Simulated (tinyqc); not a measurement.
Absorber share: periodic multilayer mirror for extreme ultraviolet light.

s polarisation, vacuum above. q_j = sqrt(N_j^2 - sin^2 theta); interface r_jk = (q_j - q_k)/(q_j + q_k) exp(-2 (2 pi/lam)^2 q_j q_k sg^2) (Nevot-Croce; sg = 0 if not given); phase factor of a layer x_j = exp(4 pi i q_j d_j/lam). Each period has the spacer (thickness (1 - Gm) L) on top of the absorber (Gm L). In this recursion R is the amplitude; R in tables and results is the reflectance, its squared modulus. The substrate is of the spacer material. Starting with R = 0 in it, each interface upward gives R -> (r + R x)/(1 + r R x), x that of the layer below the interface (1 for the substrate).

Inputs chosen for the exercise (optical constants near those of Mo and Si at 13.5 nm; shifted at random, so the results belong to these values and not to a real crystal): lam = 13.5 nm (wavelength); dA = (0.0764, 0.0069) (delta and beta of the absorber, N = 1 - delta + i beta); dS = (0.0012, 0.00189) (delta and beta of the spacer and the substrate); theta = 9 degrees (angle from the normal); sg = 0.5 nm (interface roughness); Np = 50 (periods).

For each Gm the period is set so that lam_B = 2 L Re(mean q) equals lam - 0.09 nm.

Results:

| Gm | L (nm) | R |
|---|---|---|
| 0.15 | 6.877 | 0.484 |
| 0.20 | 6.904 | 0.595 |
| 0.25 | 6.931 | 0.653 |
| 0.30 | 6.958 | 0.681 |
| 0.40 | 7.014 | 0.697 |
| 0.45 | 7.042 | 0.692 |
| 0.50 | 7.070 | 0.681 |
| 0.60 | 7.127 | 0.639 |
| 0.70 | 7.186 | 0.559 |

Give the missing row, Gm = 0.35.

Computed row:
```
Gm    L (nm)      R
0.35   6.986  0.694
```

The largest value listed is 0.697 at 0.4. The contrast of a period goes as sin(pi Gm) and is largest at 0.5, while the loss grows with Gm; R is 0.681 at 0.5, 0.681 at 0.3 and 0.559 at 0.7. Absorption pulls the best share below 0.5.

Program tinyqc; command `OMP_NUM_THREADS=1 python tinyqc.py 1652414 1652415 out.jsonl`; about 0.01 s on one thread of a shared Intel(R) Xeon(R) Processor @ 2.30GHz.
